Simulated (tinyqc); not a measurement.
The width of the window: equation-of-state fits to an energy-volume table made by a known binding curve. Computed by tinyqc, a small Python program. Command: `OMP_NUM_THREADS=1 python tinyqc.py 3005062 3005063 out.jsonl eosfit walk`. One thread of a shared host (Intel(R) Xeon(R) Processor @ 2.30GHz), about 0.02 s of CPU time with the checks.

With x = (V/V_0)^(1/3), the energy per atom is E = D [exp(-2 eta (x - 1)) - 2 exp(-eta (x - 1))], so that B0 = 2 D eta^2/(9 V_0) and B' = 1 + eta. B' = dB/dP at P = 0.

Inputs (values chosen for the exercise, for a model crystal):
```
quantity                                 value             unit
cohesive energy D                         3.71          eV/atom
true volume V_0                           18.7  angstrom^3/atom
stiffness eta                             2.88                -
shift of the window centre s             0.017                -
points N                                    11                -
compression V/V_0 for the pressure test    0.7                -
noise amplitude                          0.066              meV
```

Binding curve: Morse. Noise: added.

Constants: 1 eV/angstrom^3 = 160.2176634 GPa.

Method:
- B0 and B' from the formulas above; P = -dE/dV at V = c V_0 (c the compression chosen), from the curve itself.
- Table: V_j = V_0 [1 + s + w (2 j/(N - 1) - 1)], j = 0..N-1, rounded to 0.001; E_j from the curve plus the noise amplitude times the listed numbers xi_j (xi_0 first), rounded to 1e-7 eV.
- Murnaghan: E = E0 + (B0 V/B') [(V0/V)^B'/(B' - 1) + 1] - B0 V0/(B' - 1), P = (B0/B') [(V0/V)^B' - 1].
- Birch-Murnaghan: E = E0 + (9 V0 B0/16) [y^3 B' + y^2 (2 - 4 y)], y = (V0/V)^(2/3) - 1; P = (3 B0/2) (x^7 - x^5) [1 + (3/4)(B' - 4)(x^2 - 1)], x = (V0/V)^(1/3).
- Vinet: E = E0 + (9 B0 V0/h^2) {1 + [h (1 - x) - 1] exp(h (1 - x))}, P = 3 B0 (1 - x) x^-2 exp(h (1 - x)), x = (V/V0)^(1/3), h = (3/2)(B' - 1).
- All are least-squares fits to the energies; for polynomials in V, B0 = V E'' and B' = -1 - V E'''/E'' at the minimum.
- The table is made anew for each w.

numbers xi_j, drawn evenly from -1 to 1: 0.3109  0.4215  0.0890  -0.0954  0.1857  0.8669  -0.7558  -0.2835  -0.8341  -0.6024  -0.8477

exact B0 = 58.5889 GPa

exact B' = 3.88

Errors (%):
```
w     B0, parabola  B0, cubic  B0, Murnaghan  B0, Birch-Murnaghan  B0, Vinet  B', Birch-Murnaghan
0.03        -8.413     -1.596         -1.372               -1.394     -1.415              -11.028
0.05        -7.648     -0.288         -0.438               -0.408     -0.403               -1.685
0.08        -6.587      0.705         -0.353               -0.189     -0.133               -0.008
0.12        -4.602      2.296         -0.624               -0.194     -0.038                0.181
0.16        -1.816      4.501         -1.070               -0.281      0.010                0.040
0.22         4.044      9.204         -1.953               -0.485      0.071               -0.348
```

What follows from these numbers?

The Birch-Murnaghan error of B0 is smallest among these at w = 0.08 (0.189 % in size); it is 1.394 % at the narrowest and 0.485 % at the widest. A narrow window magnifies the noise, since the energy range shrinks as w^2, and a wide one exposes the form. At the widest window the errors of B0 are +4.0 % for the parabola and +9.2 % for the cubic in V.

Extremes, crossings and ranges named in words are read from the listed rows.
